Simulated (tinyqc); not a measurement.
# Interface traps from C-V curves, high-low and Terman methods: two studies

MOS capacitor on an n-type substrate; psi is the band bending, negative in depletion; only majority carriers are counted. At the bending psi the Fermi level lies y = xi - psi below the conduction edge at the surface, xi = Vt ln(Nc/Nd). Dit(y) = D0 + D1 exp(-y/E1); traps fill up to the Fermi level, follow the bias and a slow signal, and do not follow a fast one. V is the gate voltage from flat band.

Parameters, values chosen for the exercise; band and dielectric values close to those of silicon: temperature T = 350 K; relative permittivity eps_r = 11.6; conduction-band density of states at T Nc = 3.55e19 cm^-3; donor density Nd = 8.7e16 cm^-3; equivalent oxide thickness EOT = 1.9 nm; trap density far from the band edge D0 = 9.6e10 cm^-2 eV^-1; band-tail density at the conduction edge D1 = 3.6e12 cm^-2 eV^-1; decay energy of the tail E1 = 0.13 eV.

Constants: q = 1.602176634e-19 C, kB = 1.380649e-23 J/K, Vt = kB T/q, eps0 = 8.8541878128e-14 F/cm where lengths are in cm. Results are converted to the units shown.

Each table varies one quantity; the others keep the values above.

## An error in the doping read as traps

Cox = 3.9 eps0/EOT, LD = sqrt(eps0 eps_r Vt/(q Nd)), u = psi/Vt, Cd = (eps0 eps_r/(sqrt(2) LD)) |exp(u) - 1|/sqrt(exp(u) - u - 1). Ideal V0 = psi - sqrt(2) (eps0 eps_r Vt/LD) sqrt(exp(u) - u - 1)/Cox for psi < 0; the traps add dV = (q/Cox) times the integral of Dit from 0 to psi = (q/Cox) [D0 psi + D1 E1 exp(-xi/E1) (exp(psi/E1) - 1)]. 1/C_HF = 1/Cox + 1/Cd, 1/C_LF = 1/Cox + 1/(Cd + q Dit). The sample has Nd; the ideal curve is drawn with Nd (1 + e). At the true psi = -0.223 V the measured C_HF is matched to the ideal curve, which gives psi', and Dit = (Cox/q) [dV/dpsi' - 1 - Cd'(psi')/Cox], derivatives exact.

The same in every row: true Dit (cm^-2 eV^-1) = 2.566e11.

Results:

| e | psi' (V) | apparent Dit (cm^-2 eV^-1) |
|---|---|---|
| -0.15 | -0.1937 | 2.382e12 |
| -0.05 | -0.2133 | 9.001e11 |
| -0.02 | -0.2191 | 5.070e11 |
| 0 | -0.2230 | 2.566e11 |
| 0.02 | -0.2269 | 1.490e10 |
| 0.05 | -0.2327 | -3.320e11 |
| 0.1 | -0.2424 | -8.717e11 |
| 0.15 | -0.2521 | -1.368e12 |

Estimate the missing row, e = -0.1.

Computed row:

| e | psi' (V) | apparent Dit (cm^-2 eV^-1) |
|---|---|---|
| -0.1 | -0.2035 | 1.606e12 |

With this row back in the table: The apparent Dit falls from 2.38e12 to -1.37e12 cm^-2 eV^-1, against the true 2.57e11. An error of +5 % in the doping shifts it by -5.89e11 cm^-2 eV^-1, 229 % of the true value, and a negative result appears where the assumed doping is too high.

## Subthreshold swing with traps

Same model as above.

At psi = -0.223 V the swing of a transistor with this gate would be S = Vt ln 10 (1 + (Cd + q Dit)/Cox), Dit as above.

Result of one run:

| D0 (cm^-2 eV^-1) | Dit (cm^-2 eV^-1) | q Dit/Cox | S (mV/decade) |
|---|---|---|---|
| 1.8e12 | 1.961e12 | 0.1728 | 88.81 |

What becomes of these results when the trap density far from the band edge D0 is changed from 1.8e12 to 2.1e11 cm^-2 eV^-1, all else the same?

Result of the changed run:

| D0 (cm^-2 eV^-1) | Dit (cm^-2 eV^-1) | q Dit/Cox | S (mV/decade) |
|---|---|---|---|
| 2.1e11 | 3.706e11 | 0.03267 | 79.07 |

The whole series:

| D0 (cm^-2 eV^-1) | Dit (cm^-2 eV^-1) | q Dit/Cox | S (mV/decade) |
|---|---|---|---|
| 8.5e9 | 1.691e11 | 0.01490 | 77.84 |
| 2.5e10 | 1.856e11 | 0.01636 | 77.94 |
| 7.3e10 | 2.336e11 | 0.02059 | 78.23 |
| 2.1e11 | 3.706e11 | 0.03267 | 79.07 |
| 6.2e11 | 7.806e11 | 0.06881 | 81.58 |
| 1.8e12 | 1.961e12 | 0.1728 | 88.81 |
| 5.3e12 | 5.461e12 | 0.4814 | 110.2 |
| 1.5e13 | 1.516e13 | 1.336 | 169.6 |

S rises from 77.8 to 170 mV/decade; without traps it is 76.8. The traps add 10 mV/decade at Dit = 1.63e12 cm^-2 eV^-1 and equal Cox at 1.13e13.

Numbers from tinyqc (`OMP_NUM_THREADS=1 python tinyqc.py 2030152 2030153 out.jsonl`; about 0.01 s on one thread of a shared Intel Xeon 2.30GHz).
